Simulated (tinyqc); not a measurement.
Worked calculation: plane-wave Kohn-Sham cycle with exchange-only LDA in a layered model solid. One step of it, computed by the program tinyqc.

Question. Iteration 2: levels at that k. Diagonalise the Hermitian matrix.

H (hartree), order -2, -1, +0, +1, +2:
$$\begin{pmatrix}
3.648493 & -0.202856 & 0.021035 & 0.000097 & 0.000008 \\
-0.202856 & 0.571236 & -0.202856 & 0.021035 & 0.000097 \\
0.021035 & -0.202856 & -0.268017 & -0.202856 & 0.021035 \\
0.000097 & 0.021035 & -0.202856 & 1.130737 & -0.202856 \\
0.000008 & 0.000097 & 0.021035 & -0.202856 & 4.767496
\end{pmatrix}$$

Give: eigenvalues.

Answer.

eigenvalues (hartree): [-0.3400, 0.5966, 1.1523, 3.6621, 4.7790]
